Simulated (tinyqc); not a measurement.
Inputs raised by 2 %, one at a time: out-diffusion of a doped substrate or buried layer into a growing epitaxial film. Computed by tinyqc, a small Python program. Command: `OMP_NUM_THREADS=1 python tinyqc.py 3016057 3016058 out.jsonl buried sens`. One thread of a shared host (Intel(R) Xeon(R) Processor @ 2.30GHz), about 0.01 s of CPU time with the checks.

x is counted from the original substrate surface into the film, whose surface moves as x = v t. Substrate dopant has one diffusivity; the dopant of the film is taken as uniform.

Inputs (values chosen for the exercise, modelled on antimony in silicon):
```
quantity                                            value    unit
prefactor D0                                         4.48  cm^2/s
activation energy E                                  3.84      eV
substrate concentration C_s                       4.9e+18  1/cm^3
film doping C_e                                   1.7e+15  1/cm^3
growth rate v                                        0.14  um/min
film thickness d                                      5.1      um
growth temperature T                                 1050       C
autodoping level at the start, as a share of C_s   0.0001       -
decay length of autodoping                           0.74      um
later thermal budget (Dt)2                        3.2e-12    cm^2
```

Film doping: opposite type.

Constants: k_B = 8.617333262e-05 eV/K.

Method:
- D = D0 exp(-E/(k_B T)); growth time t = d/v; l = 2 sqrt(D t); growth number G = v t/l = d/l; 1 um = 1e-4 cm.
- Temperatures in kelvin are T(C) + 273.15.
- After growth and the later budget: l2 = 2 sqrt(D t + (Dt)2); C(x) = (C_s/2) erfc(x/l2) + share x C_s exp(-x/decay length) for x > 0 (autodoping taken as unchanged by the later budget). The transition x_t solves C(x) = C_e, the metallurgical junction.
- Usable film = d - x_t. Also give x_t for the erfc term alone, after growth and after the later budget.

Runs; columns: (1) input moved; (2) from; (3) to; (4) x_t after growth, erfc alone (um); (5) x_t after the later budget, erfc alone (um); (6) x_t with autodoping (um); (7) usable film (um):
```
(1)                                                   (2)        (3)      (4)      (5)      (6)     (7)
base run                                                -          -  0.23082  0.24625  0.25079  4.8492
prefactor D0 (cm^2/s)                                4.48     4.5696  0.23312  0.24841  0.25297  4.8470
activation energy E (eV)                             3.84     3.9168  0.16482  0.18582  0.18958  4.9104
substrate concentration C_s (1/cm^3)              4.9e+18  4.998e+18  0.23119  0.24665  0.25127  4.8487
growth rate v (um/min)                               0.14     0.1428  0.22854  0.24412  0.24863  4.8514
later thermal budget (Dt)2 (cm^2)                 3.2e-12  3.264e-12  0.23082  0.24655  0.25109  4.8489
autodoping level at the start, as a share of C_s   0.0001   0.000102  0.23082  0.24625  0.25089  4.8491
```

Exponents ln(y'/y) / ln(x'/x):
```
input                                             x_t after growth, erfc alone  x_t after the later budget, erfc alone  x_t with autodoping  usable film
prefactor D0                                                             0.500                                   0.440                0.437       -0.023
activation energy E                                                    -17.007                                 -14.220              -14.131        0.633
substrate concentration C_s                                              0.081                                   0.081                0.098       -0.005
growth rate v                                                           -0.500                                  -0.439               -0.436        0.022
later thermal budget (Dt)2                                               0.000                                   0.061                0.061       -0.003
autodoping level at the start, as a share of C_s                         0.000                                   0.000                0.020       -0.001
```

To which inputs is each result most sensitive?

Among the inputs moved here: x_t after growth, erfc alone answers most in size to activation energy E (exponent -17.007), next to prefactor D0 (+0.500); its exponent is below 0.0005 for later thermal budget (Dt)2, autodoping level at the start, as a share of C_s. Its exponent -0.500 in growth rate v: faster growth shortens the time, and the width goes as sqrt(t). x_t after the later budget, erfc alone answers most in size to activation energy E (exponent -14.220), next to prefactor D0 (+0.440); its exponent is below 0.0005 for autodoping level at the start, as a share of C_s. x_t with autodoping answers most in size to activation energy E (exponent -14.131), next to prefactor D0 (+0.437). Usable film answers most in size to activation energy E (exponent +0.633), next to prefactor D0 (-0.023).
